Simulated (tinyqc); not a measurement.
Length of a polyene: Hueckel, PPP and singles CI along the polyenes. Computed by the program tinyqc. Command: `OMP_NUM_THREADS=1 python tinyqc.py 110303 110304 out.jsonl`; one thread of a shared host (Intel(R) Xeon(R) Processor @ 2.60GHz), about 0.08 s.

All-trans chains of carbon centres 1.40 angstrom apart:
```
parameter,value
"beta (eV), times 1 +/- alternation",-2.240000
alternation,0
W (eV),11.160000
gamma_rr (eV),10.580000
repulsion formula,Ohno
```

Hueckel uses the same beta without repulsion; CIS keeps all single excitations and so misses the low, doubly excited 2Ag state. W is the valence ionisation energy of a centre, MN the Mataga-Nishimoto formula, f the oscillator strength.

Gaps and excitations (eV):
```
centres,Hueckel gap,PPP orbital gap,bright singlet (CIS),f,lowest triplet (CIS)
2,4.4800,11.8549,6.0825,0.5215,2.8775
4,2.7688,9.2654,4.7113,1.0120,1.8538
6,1.9938,7.9258,3.8809,1.4433,1.3612
8,1.5559,7.1077,3.3305,1.8253,1.0875
10,1.2751,6.5598,2.9408,2.1635,0.9191
12,1.0800,6.1708,2.6529,2.4663,0.8080
```

The Hueckel gap tends to 4 x alternation x |beta| = 0.00 eV for long chains (zero without alternation, falling as 1/N). Exchange opens the PPP orbital gap, and the attraction of electron and hole brings the bright state 3.52 eV below it at 12 centres; the triplet lies 1.84 eV lower still.
